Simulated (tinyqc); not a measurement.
Six-transistor SRAM cell, nodal equations and margins: one step of the calculation.

Two cross-coupled inverters (pull-down bn, pull-up bp) hold the nodes Q and QB; access transistors (ba, threshold VTn, gate on the word line at Vdd when selected) join them to the bit lines. Transistor (EKV form, voltages against the body): I = 2 n b Vt^2 [F(vp - Vs) - F(vp - Vd)] from drain to source, F(v) = ln^2(1 + exp(v/(2 Vt))), vp = (Vg - VT + sg |Vd - Vs|)/n. n-channel bodies are at 0; for the p-channel device all voltages are counted down from Vdd. b in uA/V^2 gives I in uA. For an access transistor the bit line is the drain and the node the source. In a read both bit lines are at Vdd. The cell is symmetric (no mismatch).

Problem. Read current and disturbance. Iread = Ia(bit line at Vdd, source Q); cell ratio bn/ba; time to pull a bit line of 20 fF down by 0.1 V at that current.

Parameters, values chosen for the exercise: temperature T = 250 K; supply voltage Vdd = 0.5 V; slope factor n = 1.42; drain-induced barrier lowering sg = 0.087; n-channel threshold VTn = 0.32 V; gain factor of the pull-down transistor bn = 250 uA/V^2; gain factor of the access transistor ba = 170 uA/V^2.

Constants: q = 1.602176634e-19 C, kB = 1.380649e-23 J/K, Vt = kB T/q. Results are converted to the units shown.

(Q, QB) (V): Q 0.043372245, QB 0.49998530

Find: Iread; cell ratio; time.

Solution.

Iread = 1.582 uA
cell ratio = 1.471
time = 1264 ps

Computed by the program tinyqc: `OMP_NUM_THREADS=1 python tinyqc.py 2340079 2340080 out.jsonl`, one thread of a shared Intel Xeon 2.30GHz, about 0.1 s for the whole run.
